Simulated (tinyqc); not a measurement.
Two coupled magnetic layers: synthetic antiferromagnet, spin flop, exchange bias and magnetoresistance: one step, computed by the program tinyqc.

Moments lie in the plane at the angles p1, p2 from the field. Energy per area: E = J1 cos(p1 - p2) + J2 cos^2(p1 - p2) - B M_s (t1 cos p1 + t2 cos p2) + K (t1 sin^2 p1 + t2 sin^2 p2).

Question. Limit of the antiparallel state. With p1 = 0, p2 = 180 degrees and c2 = J1 - 2 J2 the Hessian is [[c2 + t1 (2K + b), -c2], [-c2, c2 + t2 (2K - b)]], b = B M_s; its determinant vanishes at the positive root of t1 t2 b^2 - c2 (t1 - t2) b - [2K c2 (t1 + t2) + 4 K^2 t1 t2] = 0.

Inputs (values chosen for the exercise, for a model stack):

| quantity | value | unit |
|---|---|---|
| saturation magnetisation M_s | 951 | kA/m |
| thickness t1 | 3.7 | nm |
| thickness t2 | 3.7 | nm |
| antiferromagnetic coupling J1 | 1.1 | mJ/m^2 |
| biquadratic coupling J2 | 0 | mJ/m^2 |
| in-plane anisotropy K | 0.58 | kJ/m^3 |

Field direction: along the easy axis.

Give: stability limit B_sf of the antiparallel state.

Answer.

stability limit B_sf of the antiparallel state = 27.64 mT
